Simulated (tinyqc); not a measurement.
Vacuum evaporation: vapour pressure, source flux, thickness distribution, purity and step coverage: one step, computed by the program tinyqc. Command: `OMP_NUM_THREADS=1 python tinyqc.py 3113518 3113519 out.jsonl evap walk`. One thread of a shared host (Intel(R) Xeon(R) Processor @ 2.30GHz), about 0.01 s of CPU time with the checks.

Molecular flow, unit sticking of the metal, no re-evaporation. The background gas is taken as water vapour (18.015 g/mol, collision diameter 0.37 nm) at 300 K.

Problem. Rate and uniformity on a fixed wafer above the source. A small source emits (n + 1) Phi area cos^n(phi)/(2 pi) per solid angle; on a parallel plane at height h and lateral distance l the arrival rate is (n + 1) Phi area/(2 pi h^2) x (1 + (l/h)^2)^(-(n + 3)/2). Growth rate = arrival rate x m/rho, m = M u. The wafer is fixed and centred above the source.

Inputs (values chosen for the exercise, modelled on germanium, with constants for the liquid):
```
quantity                    value    unit
molar mass M                72.63   g/mol
film density rho             5.32  g/cm^3
source temperature T         1750       K
source area                     6    cm^2
directionality n                2       -
source-to-wafer distance h     23      cm
wafer radius R                 10      cm
```

flux Phi = 2.837609e+18 1/(cm^2 s)

Constants: u = 1.6605390666e-27 kg.

Give: arrival rate at the centre; growth rate at the centre; edge over centre; non-uniformity (max - min)/(max + min); share of the material that lands on the wafer, 1 - (1 + (R/h)^2)^(-(n + 1)/2).

Solution.

arrival rate at the centre = 1.537e+16 1/(cm^2 s)

growth rate at the centre = 3.484 nm/s

edge over centre = 0.6487

non-uniformity (max - min)/(max + min) = 21.31 %

share of the material that lands on the wafer, 1 - (1 + (R/h)^2)^(-(n + 1)/2) = 22.87 %
